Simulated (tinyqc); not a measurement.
Inversion layer as a triangular well, valleys of the Si type: one step. Effect on the gate capacitance. Two cases, with inputs chosen for the exercise.

Task: The charge sits at the mean distance <z> from the surface, which adds (3.9/eps) <z> to the oxide thickness; C/Cox = tox/(tox + 3.9 <z>/eps). The density-of-states term is left out.

Give: added thickness; C/Cox.

Case 1.

Values chosen (out of a larger set: near those of Si; not measured data): eps = 11.8 (dielectric constant); tox = 16 angstrom (SiO2-equivalent oxide thickness).

mean distance from the surface = 29.1926 angstrom

Result:

added thickness = 9.65 angstrom
C/Cox = 0.624

Case 2.

Values chosen (out of a larger set: near those of Si; not measured data): eps = 11.5 (dielectric constant); tox = 12 angstrom (SiO2-equivalent oxide thickness).

mean distance from the surface = 18.3109 angstrom

Result:

added thickness = 6.21 angstrom
C/Cox = 0.659

Computed by tinyqc, one run a case: `OMP_NUM_THREADS=1 python tinyqc.py N N+1 out.jsonl` with N = 1251263, 1251265; one thread of a shared Intel(R) Xeon(R) Processor @ 2.30GHz, about 0.03 s a run at most.
